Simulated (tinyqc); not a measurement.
What each parameter does: parabolic quantum dot in a magnetic field (Fock-Darwin).

Two dimensions, V = m w0^2 r^2/2, one valley. hbar wc = 2 muB B/m, W = sqrt(w0^2 + wc^2/4), E(n, l, s) = (2n + |l| + 1) hbar W - l hbar wc/2 + s gs muB B, n = 0, 1, ..., l = 0, +/-1, ..., s = +/-1/2; length lam = sqrt(2c/(m hbar W)), c = hbar^2/2m0.

Exact treatment: the centre of mass separates with energy W, and the relative motion obeys [-(2c/m) Laplacian + (2c/m) r^2/(2 lam^2)^2 + q/(eps r)] psi = e_l psi for angular number l, solved in 14 Gaussians r^l exp(-a r^2), a = 1.7^i/(4 lam^2), i = -3 to 10. E(S) = W + e_0, E(T) = W + e_1 - wc/2 - Ez.

Constants: muB = 5.788381798e-05 eV/T; hbar^2/2m0 = 3.80998211 eV angstrom^2; e^2/(4 pi eps0) = 14.39964547 eV angstrom.

Inputs chosen for the exercise (near those of a gate-defined dot in InAs; the results hold for these values, not for the real material):
- m = 0.0309 m0 (mass)
- gs = -8.63 (g factor)
- w0 = 7.2 meV (confinement energy hbar w0)
- B = 0.8 T (magnetic field)
- eps = 15.4 (dielectric constant)

The two modes W +/- wc/2, lam and the exact E(T) - E(S), with q = e^2/(4 pi eps0) and Ez = |gs| muB B. Each row changes one parameter from the base and keeps the others.

Results:
```
case           upper mode (meV)  lower mode (meV)  lam (angstrom)  E(T) - E(S) (meV)
base                      8.853             5.856           183.1               3.13
B = 1.2 T                 9.791             5.295           180.8               2.33
w0 = 5.76 meV             7.450             4.453           203.6               2.03
m = 0.0355 m0             8.622             6.013           171.3               3.18
gs = -12.95               8.853             5.856           183.1               2.93
eps = 13.1                8.853             5.856           183.1               2.85
```

The largest shifts from the base row, up to three for each result and ties (the steps differ in size, so this ranks the rows, not the parameters). upper mode (meV): w0 -1.403, B +0.938, m -0.231; unchanged at the printed digits by gs and eps. lower mode (meV): w0 -1.403, B -0.561, m +0.157; unchanged at the printed digits by gs and eps. lam (angstrom): w0 +20.4, m -11.8, B -2.3; unchanged at the printed digits by gs and eps. E(T) - E(S) (meV): w0 -1.10, B -0.80, eps -0.28.

Program tinyqc; command `OMP_NUM_THREADS=1 python tinyqc.py 1252318 1252319 out.jsonl`; about 0.05 s on one thread of a shared Intel(R) Xeon(R) Processor @ 2.30GHz.
